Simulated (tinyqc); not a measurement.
Threshold-voltage variability of a planar MOSFET, analytic estimates: one step of the calculation.

Three independent sources add in quadrature: random dopants in the depleted layer, metal-gate grains of two orientations, and roughness of the two gate edges acting through the roll-off VT = VT(long) - Vr exp(-L/l). These are first-order estimates: no three-dimensional electrostatics, no percolation.

Task. Total spread, mismatch and leakage. s = sqrt(s1^2 + s2^2 + s3^2). For a pair: s(dVT) = sqrt(2) s; current mismatch sqrt(2) sqrt((gI s)^2 + sb^2); input offset = current mismatch/gI. For a Gaussian VT the off current is log-normal with mean/median = exp(s^2/(2 (n Vt)^2)).

Inputs (values chosen for the exercise); material values close to those of silicon:
- T = 300 K (temperature)
- n = 1.36 (subthreshold factor)
- gI = 5 1/V (gm/I of a matched pair)
- sb = 1.8 % (spread of the gain factor of one device)

Constants: q = 1.602176634e-19 C, kB = 1.380649e-23 J/K, Vt = kB T/q. Results are converted to the units shown.

s1 = 25.677060 mV
s2 = 17.206180 mV
s3 = 5.6622616 mV

Give: s; s(dVT); current mismatch; input offset; mean/median of Ioff.

Result.

s = 31.42 mV
s(dVT) = 44.44 mV
current mismatch = 22.36 %
input offset = 44.73 mV
mean/median of Ioff = 1.491

Computed by the program tinyqc: `OMP_NUM_THREADS=1 python tinyqc.py 2090099 2090100 out.jsonl`, one thread of a shared Intel Xeon 2.30GHz, about 0.01 s for the whole run.
